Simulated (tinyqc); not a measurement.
Expansion against temperature: quasi-harmonic thermal expansion with mode Grueneisen parameters. Computed by tinyqc, a small Python program. Command: `OMP_NUM_THREADS=1 python tinyqc.py 3019006 3019007 out.jsonl qha walk`. One thread of a shared host (Intel(R) Xeon(R) Processor @ 2.30GHz), about 0.02 s of CPU time with the checks.

A crystal with two atoms a cell; per atom there are 1 transverse acoustic (TA), 1/2 longitudinal acoustic (LA) and 3/2 optical (O) modes. Every frequency of group i scales as nu_i (V/V0)^(-gamma_i). Each group has one frequency. Static energy: E = (9 V0 B0/16) [y^3 B' + y^2 (2 - 4 y)], y = (V0/V)^(2/3) - 1, with pressure P_s = (3 B0/2) (z^7 - z^5) [1 + (3/4)(B' - 4)(z^2 - 1)], z = (V0/V)^(1/3).

Inputs (values chosen for the exercise, for a model crystal):
```
quantity                       value             unit
static volume V0                27.9  angstrom^3/atom
static bulk modulus B0           144              GPa
static B'                       5.28                -
frequency nu_TA                 5.64              THz
frequency nu_LA                 8.78              THz
frequency nu_O                    20              THz
Grueneisen parameter gamma_TA  -0.19                -
Grueneisen parameter gamma_LA    1.5                -
Grueneisen parameter gamma_O     1.6                -
```

Acoustic groups: Einstein.

Constants: h x 1 THz = 4.135667696 meV; k_B = 8.617333262e-05 eV/K; 1 eV/angstrom^3 = 160.2176634 GPa.

Method:
- For a mode with x = h nu/(k_B T), n = 1/(exp(x) - 1): U = h nu (n + 1/2), C/k_B = x^2 n (n + 1); U_i and C_i sum these over group i with its weight per atom.
- Phonon pressure P_ph = sum_i gamma_i U_i/V.
- B_T = -V d(P_s + P_ph)/dV at fixed T (central difference, step 1e-4 V); alpha_V = sum gamma_i C_i k_B/(B_T V), all at V(T); the linear coefficient is alpha_L = alpha_V/3.
- V(T) solves P_s + P_ph = 0. The Grueneisen estimate uses C_i, V0 and B0 at the static volume; gamma_th = sum gamma_i C_i / sum C_i is taken at V(T).

Quasi-harmonic results:
```
T (K)  V/V0 - 1 (%)  B_T (GPa)  alpha_L (ppm/K)  alpha_L, Grueneisen estimate  gamma_th
20           0.4423     142.32          -0.0001                       -0.0001  -0.18875
40           0.4423     142.32          -0.0088                       -0.0090  -0.14129
70           0.4422     142.32           0.0079                        0.0056   0.01832
100          0.4428     142.31           0.1331                        0.1274   0.16280
150          0.4473     142.24           0.4969                        0.4834   0.37608
220          0.4647     142.05           1.1559                        1.1304   0.61134
300          0.5008     141.72           1.8109                        1.7748   0.76289
450          0.6015     140.93           2.5481                        2.4949   0.88188
700          0.8164     139.47           3.0567                        2.9748   0.94278
1000         1.1065     137.64           3.2955                        3.1777   0.96524
```

What does the comparison show, and why?

alpha_L is negative up to 40 K among these rows and changes sign before 70 K, once the LA and optical groups take up heat. gamma_th moves from -0.19, near gamma_TA = -0.19, to 0.97, near the average over all modes, 0.99, as the stiffer groups take up their share of C. B_T changes by -3.3 % over the table, and at the highest T the estimate at fixed V0 and B0 is off by -3.6 %. In the coldest rows alpha_L is far too small in size, since one frequency a group leaves out the long acoustic waves.

Extremes, crossings and ranges named in words are read from the listed rows.
